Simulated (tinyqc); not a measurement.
Which lattice a d-band metal prefers: Slater-Koster d bands of an fcc metal.

Slater-Koster d bands. For a bond with direction cosines (l, m, n) the 5 x 5 block is dds Ps + ddp Pp + ddd (1 - Ps - Pp), the projectors on sigma, pi and delta states about the bond; for instance <xy|xy> = 3 l^2 m^2 dds + (l^2 + m^2 - 4 l^2 m^2) ddp + (n^2 + l^2 m^2) ddd, <xy|yz> = 3 l m^2 n dds + l n (1 - 4 m^2) ddp + l n (m^2 - 1) ddd and <3z2-r2|3z2-r2> = (n^2 - (l^2 + m^2)/2)^2 dds + 3 n^2 (l^2 + m^2) ddp + (3/4)(l^2 + m^2)^2 ddd. H(k) sums the blocks times cos(k.R) over the neighbours; the d level is the zero of energy; k in 2 pi/a.

Mesh: k = f1 b1 + f2 b2 + f3 b3 with fractions (j + 1/2)/N, j = 0 to N - 1, and b = (-1,1,1), (1,-1,1), (1,1,-1) for fcc, (0,1,1), (1,0,1), (1,1,0) for bcc, unit vectors for simple cubic. The lowest Nd/10 of all levels are filled with two electrons each; the bond energy is their sum per atom.

Values chosen for the exercise (of the size met in Ni; not measured data):
```
symbol  value   unit  meaning
dds     -0.472  eV    dd sigma
ddp     0.227   eV    dd pi
ddd     -0.066  eV    dd delta
f2      0.487         factor for second neighbours in bcc
N       8             mesh
```

fcc has twelve neighbours, bcc eight and six (the six times f2), simple cubic six. The integrals of bcc and sc are scaled so that all three have the second moment of fcc, which stands for equal repulsion (structural energy difference theorem). s and p electrons are left out.

Bond energy per atom:
```
Nd  fcc (eV)  bcc - fcc (meV)  sc - fcc (meV)
1     -1.431               92            -124
2     -2.466               42             -65
3     -3.242              -97              68
4     -3.776             -174             281
5     -3.948               -3             343
6     -3.738              172             243
7     -3.184              171              10
8     -2.387               59            -144
9     -1.317              -77            -238
```

scale factors: bcc 1.1285, sc 1.4142

mu3/mu2^1.5: fcc -0.093, bcc -0.090, sc 0.000

mu4/mu2^2: fcc 1.785, bcc 1.705, sc 2.593

largest change of a difference when N is raised to 14 = 25 meV

What does the comparison show, and why?

fcc is lowest for Nd = 6 and 7. bcc is lowest for Nd = 3, 4 and 5. sc is lowest for Nd = 1, 2, 8 and 9. bcc gains most on fcc at Nd = 4 (-174 meV). A small fourth moment marks a two-peaked band, which tends to favour fillings near one half; bcc has -4 % against fcc, and at Nd = 5 it lies -3 meV from fcc (differences of a few tens of meV are within the error of the mesh; hcp is left out, and this d-only model can miss the lattice of the real metal). The third moments, from three-membered rings, skew the bands. That simple cubic wins anywhere comes from keeping d bands and equal second moments alone; no transition metal takes it. Differences below about 25 meV are within the error of this mesh, and the s and p electrons left out weigh most where the d band is nearly empty or full.

Program tinyqc; command `OMP_NUM_THREADS=1 python tinyqc.py 1481417 1481418 out.jsonl`; about 0.05 s on one thread of a shared Intel(R) Xeon(R) Processor @ 2.30GHz.
